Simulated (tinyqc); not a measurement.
# From one set of inputs to another, one input at a time

Model: physical sputtering: collision-cascade yield, angular dependence, faceting and resputtering in deposition. Computed by tinyqc, a small Python program. Command: `OMP_NUM_THREADS=1 python tinyqc.py 3011555 3011556 out.jsonl sputter ladder`. One thread of a shared host (Intel(R) Xeon(R) Processor @ 2.30GHz), about 0.01 s of CPU time with the checks.

Ions start collision cascades; atoms that reach the surface with more than U leave. The target is amorphous or fine-grained.

The inputs printed are set A. Set A is modelled on xenon ions on tungsten; the values taken over come from a set modelled on krypton ions on copper. Inputs not listed in the table keep their values of set A, so the rows need not describe a real material.

Inputs (values chosen for the exercise, modelled on xenon ions on tungsten):

| quantity | value | unit |
|---|---|---|
| ion Z1 | 54 | - |
| ion mass M1 | 131.3 | u |
| target Z2 | 74 | - |
| target mass M2 | 183.8 | u |
| surface binding energy U | 8.9 | eV |
| target density N | 63.2 | 1/nm^3 |
| fit factor Q | 0.75 | - |
| ion energy E | 10000 | eV |
| current density J | 0.23 | mA/cm^2 |
| angular exponent f | 1.9 | - |
| angle of the largest yield | 56 | degrees |
| angle of incidence | 50 | degrees |

Constants: e = 1.602176634e-19 C.

Method:
- gamma = 4 M1 M2/(M1 + M2)^2; threshold E_th = 6.7 U/gamma for M1 >= M2, else U (1 + 5.7 M1/M2)/gamma. eps = 0.03255 M2 E/(Z1 Z2 (M1 + M2) z), z = (Z1^(2/3) + Z2^(2/3))^(1/2), E in eV; s_n = 3.441 sqrt(eps) ln(eps + 2.718)/(1 + 6.355 sqrt(eps) + eps (6.882 sqrt(eps) - 1.708)); S_n = 84.78 Z1 Z2 M1 s_n/((M1 + M2) z) in eV angstrom^2; alpha = 0.249 (M2/M1)^0.56 + 0.0035 (M2/M1)^1.5 for M1 <= M2, else 0.0875 (M2/M1)^(-0.15) + 0.165 M2/M1; Y0 = 0.042 Q alpha S_n/U [1 - sqrt(E_th/E)]^2.5 (the electronic-loss factor of the full formula is dropped).
- Erosion rate = Y0 J/(e N); 1 cm^2 = 1e14 nm^2.
- Angular law: Y/Y0 = t^f exp(-f cos(a_opt)(t - 1)), t = 1/cos(angle), largest at a_opt. A plane tilted by the angle recedes along the beam at a speed proportional to Y(angle), and along its own normal as Y cos(angle).

Each row keeps all changes above it:

| input moved | from | to | yield Y0 (atoms per ion) | erosion rate (nm/min) | yield at the angle (atoms per ion) |
|---|---|---|---|---|---|
| set A | - | - | 4.5689 | 62.268 | 5.8622 |
| ion mass M1 (u) and ion Z1 | 131.3, 54 | 83.8, 36 | 3.8756 | 52.820 | 4.9727 |
| current density J (mA/cm^2) | 0.23 | 0.37 | 3.8756 | 84.971 | 4.9727 |
| angular exponent f | 1.9 | 2.3 | 3.8756 | 84.971 | 5.2406 |
| ion energy E (eV) | 10000 | 85 | 0.0460 | 1.008 | 0.0622 |
| fit factor Q | 0.75 | 0.96 | 0.0588 | 1.290 | 0.0796 |
| target mass M2 (u) and target Z2 and target density N (1/nm^3) and surface binding energy U (eV) | 183.8, 74, 63.2, 8.9 | 63.55, 29, 84.9, 3.49 | 0.2108 | 3.440 | 0.2850 |

Yield Y0 goes from 4.57 to 0.211, a factor 0.0461 in all. The largest single move comes from ion energy E (a factor 0.0119), and target mass M2 with target Z2 with target density N with surface binding energy U works against it (a factor 3.58). Erosion rate goes from 62.3 to 3.44, a factor 0.0552 in all. The largest single move comes from ion energy E (a factor 0.0119), and target mass M2 with target Z2 with target density N with surface binding energy U works against it (a factor 2.67). Yield at the angle goes from 5.86 to 0.285, a factor 0.0486 in all. The largest single move comes from ion energy E (a factor 0.0119), and target mass M2 with target Z2 with target density N with surface binding energy U works against it (a factor 3.58). The single moves hold for this order of the switches; the total does not depend on the order.

Caution (rows ion energy E, fit factor Q, target mass M2): within a few times the threshold, cascades are short and these fits are rough.

Extremes, crossings and ranges named in words are read from the listed rows.
